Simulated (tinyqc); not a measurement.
One gate, two gates and a surrounding gate.

Below threshold the potential that source and drain add obeys Laplace's equation, vanishes on the gates and decays along the channel as exp(-k y). The same ts (depleted depth over a conducting body, body thickness or wire diameter), ti and permittivities in three geometries; k is the smallest positive root of: one gate, f(k) = eps_r sin(k ti) cos(k ts) + ei cos(k ti) sin(k ts); two gates, f(k) = ei cos(k ti) cos(k ts/2) - eps_r sin(k ti) sin(k ts/2); wire, f(k) = ei J0(u)[J1(u) Y0(v) - Y1(u) J0(v)] - eps_r J1(u)[J0(u) Y0(v) - Y0(u) J0(v)], u = k ts/2, v = u + k ti. Parabolic estimates of l: sqrt((eps_r/ei) ts ti); sqrt((eps_r/(2 ei)) ts ti (1 + ei ts/(4 eps_r ti))); sqrt([2 eps_r ts^2 ln(1 + 2 ti/ts) + ei ts^2]/(16 ei)), in the same order.

Inputs (values chosen for the exercise); permittivities: semiconductor made up, insulator close to that of zirconium oxide: relative permittivity of the semiconductor eps_r = 13.6; relative permittivity of the insulator ei = 24.7; insulator thickness ti = 4.2 nm; body thickness ts = 5.2 nm.

Scale lengths (nm):

|  | Lambda = pi/k | l = 1/k | l(parabolic) |
|---|---|---|---|
| one gate over a conducting body | 9.115 | 2.902 | 3.468 |
| two gates | 11.63 | 3.701 | 3.065 |
| wire | 8.079 | 2.572 | 1.865 |

What does the comparison show?

The wire has the shortest scale length, 0.695 times that of the double gate; the single gate over a conducting body has 0.784 times it, its layer ending directly on a conductor where the double gate has a second insulator. The parabolic estimates are 20 % above, 17 % below and 27 % below the exact l, in the order of the rows.

Program tinyqc, `OMP_NUM_THREADS=1 python tinyqc.py 2420054 2420055 out.jsonl`; Intel Xeon 2.30GHz, shared host, one thread, about 0.01 s.
